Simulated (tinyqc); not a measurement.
Worked calculation: UKS/PBE in the sto-6g basis, for H4, spin multiplicity 3. This run ends on a higher stationary point, not on the lowest solution. Computed by tinyqc, a small Python program that keeps every step (integrals from PySCF). Settings: charge = 0, multiplicity = 3, basis = sto-6g, energy threshold = 1e-10, iteration cap = 80, orthogonalisation = symmetric, start = core, DIIS depth = 3, DIIS from iteration = 2, damping = 0.5, method = UKS, functional = pbe,pbe, grid = [40, 50]. Command: `OMP_NUM_THREADS=1 python tinyqc.py 27902 27903 out.jsonl` (the two numbers bound the seeds that draw the settings). One thread of a shared host (Intel(R) Xeon(R) Processor @ 2.60GHz), about 4 s of CPU time with the checks.

Geometry (angstrom):

| atom | x | y | z |
|---|---|---|---|
| H | 0.0000 | 0.0000 | 0.0000 |
| H | 0.0000 | 0.0000 | 1.1420 |
| H | 0.0000 | 0.0000 | 2.9800 |
| H | 0.0000 | 0.0000 | 4.1220 |

Stop when the energy changes by less than 1e-10 hartree and every element of the error matrix X^T (F D S - S D F) X (for each spin) is below 3e-06.

Course of the cycle:

| iteration | E (hartree) | change | largest element of the error matrix |
|---|---|---|---|
| 1 | -1.871115 | - | 7.60e-02 |
| 2 | -1.898550 | -2.74e-02 | 1.50e-02 |
| 3 | -1.909300 | -1.08e-02 | 3.71e-03 |
| 4 | -1.914626 | -5.33e-03 | 2.24e-03 |
| 5 | -1.917295 | -2.67e-03 | 1.12e-03 |
| 6 | -1.918639 | -1.34e-03 | 5.61e-04 |
| 7 | -1.919312 | -6.73e-04 | 2.81e-04 |
| 8 | -1.919649 | -3.37e-04 | 1.40e-04 |
| 9 | -1.919817 | -1.69e-04 | 7.02e-05 |
| 10 | -1.919902 | -8.43e-05 | 3.52e-05 |
| 11 | -1.919944 | -4.22e-05 | 1.76e-05 |
| 12 | -1.919965 | -2.11e-05 | 8.79e-06 |
| 13 | -1.919975 | -1.05e-05 | 4.40e-06 |
| 14 | -1.919981 | -5.27e-06 | 2.20e-06 |
| ... | ... | ... | ... |
| 17 | -1.919985 | -6.59e-07 | 2.74e-07 |
| 18 | -1.919985 | -3.29e-07 | 1.37e-07 |
| 19 | -1.919986 | -1.65e-07 | 6.86e-08 |
| 20 | -1.919986 | -8.23e-08 | 3.43e-08 |
| 21 | -1.919986 | -4.12e-08 | 1.72e-08 |
| 22 | -1.919986 | -2.06e-08 | 8.58e-09 |
| 23 | -1.919986 | -1.03e-08 | 4.29e-09 |
| 24 | -1.919986 | -5.15e-09 | 2.15e-09 |
| 25 | -1.919986 | -2.57e-09 | 1.07e-09 |
| 26 | -1.919986 | -1.29e-09 | 5.36e-10 |
| 27 | -1.919986 | -6.43e-10 | 2.68e-10 |
| 28 | -1.919986 | -3.22e-10 | 1.34e-10 |
| 29 | -1.919986 | -1.61e-10 | 6.72e-11 |
| 30 | -1.919986 | -8.04e-11 | 3.38e-11 |

Can the last value be used, and what does the course show?

No, though the log alone does not show it. Converged in 30 iterations. But the solution lies 0.00674 hartree above the reference: it is another stationary point, not the lowest one. Reruns (cap 100 unless said): DIIS 8: converged in 11 to a higher stationary point; damping 0.5: not converged; level shift 0.5: converged in 21 to a higher stationary point; atomic densities as start, DIIS 8: converged in 8 to a higher stationary point. PySCF UKS in the same basis, fine grid, after a stability check = -1.926729 hartree, which differs from a converged run on this coarse grid by the grid error.
